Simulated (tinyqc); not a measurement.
Vacuum evaporation: vapour pressure, source flux, thickness distribution, purity and step coverage: one step, computed by the program tinyqc. Command: `OMP_NUM_THREADS=1 python tinyqc.py 3114361 3114362 out.jsonl evap walk`. One thread of a shared host (Intel(R) Xeon(R) Processor @ 2.30GHz), about 0.01 s of CPU time with the checks.

Molecular flow, unit sticking of the metal, no re-evaporation. The background gas is taken as water vapour (18.015 g/mol, collision diameter 0.37 nm) at 300 K.

Problem. Rate and uniformity on a fixed wafer above the source. A small source emits (n + 1) Phi area cos^n(phi)/(2 pi) per solid angle; on a parallel plane at height h and lateral distance l the arrival rate is (n + 1) Phi area/(2 pi h^2) x (1 + (l/h)^2)^(-(n + 3)/2). Growth rate = arrival rate x m/rho, m = M u. The wafer is fixed and centred above the source.

Inputs (values chosen for the exercise, modelled on aluminium, with constants for the liquid):

| quantity | value | unit |
|---|---|---|
| molar mass M | 26.98 | g/mol |
| film density rho | 2.7 | g/cm^3 |
| source temperature T | 1460 | K |
| source area | 1.4 | cm^2 |
| directionality n | 1 | - |
| source-to-wafer distance h | 64 | cm |
| wafer radius R | 10 | cm |

flux Phi = 9.430904e+17 1/(cm^2 s)

Constants: u = 1.6605390666e-27 kg.

Give: arrival rate at the centre; growth rate at the centre; edge over centre; non-uniformity (max - min)/(max + min); share of the material that lands on the wafer, 1 - (1 + (R/h)^2)^(-(n + 1)/2).

Solution.

arrival rate at the centre = 1.0261e+14 1/(cm^2 s)

growth rate at the centre = 0.017025 nm/s

edge over centre = 0.95290

non-uniformity (max - min)/(max + min) = 2.4116 %

share of the material that lands on the wafer, 1 - (1 + (R/h)^2)^(-(n + 1)/2) = 2.3832 %
